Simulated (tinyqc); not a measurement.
sp3s* tight binding: one step. Levels at this k. The numbers come from values chosen for the exercise (near a published set for AlAs, fitted to gaps, whose masses and valley positions are rough).

H(k) (eV), rows sa, xa, ya, za, s*a, sc, xc, yc, zc, s*c and columns alike:
```
[[-7.512000, 0, 0, 0, 0, -3.989192, 4.091187i, 0, 0, 0],
 [0, 0.985000, 0, 0, 0, -4.400665i, 1.129390, 0, 0, -3.995225i],
 [0, 0, 0.985000, 0, 0, 0, 0, 1.129390, 3.425849i, 0],
 [0, 0, 0, 0.985000, 0, 0, 0, 3.425849i, 1.129390, 0],
 [0, 0, 0, 0, 7.478000, 0, 3.612975i, 0, 0, 0],
 [-3.989192, 4.400665i, 0, 0, 0, -1.165000, 0, 0, 0, 0],
 [-4.091187i, 1.129390, 0, 0, -3.612975i, 0, 3.588000, 0, 0, 0],
 [0, 0, 1.129390, -3.425849i, 0, 0, 0, 3.588000, 0, 0],
 [0, 0, -3.425849i, 1.129390, 0, 0, 0, 0, 3.588000, 0],
 [0, 3.995225i, 0, 0, 0, 0, 0, 0, 0, 6.746000]]
```

Question. Diagonalise H, which belongs to k = (0.59, 0, 0) (2 pi/a). Four bands are filled (two electrons each); give the make-up of band 5, the lowest empty one.

Give: levels; weights of band 5; weight of band 5 on atom a.

Answer.

levels (eV): [-10.6816, -4.4259, -1.5483, -1.5483, 2.5343, 3.4321, 6.1213, 6.1213, 9.2481, 10.0131]

weights of band 5: s 0.106, p 0.549, s* 0.345

weight of band 5 on atom a = 0.380

The vertical gap at this k is 4.0826 eV; band 5 is mostly p-like.

Computed by tinyqc, a small Python program: `OMP_NUM_THREADS=1 python tinyqc.py 1450099 1450100 out.jsonl` (the numbers bound the seed that draws the inputs); one thread of a shared host (Intel(R) Xeon(R) Processor @ 2.30GHz), about 0.07 s for the whole set of steps.
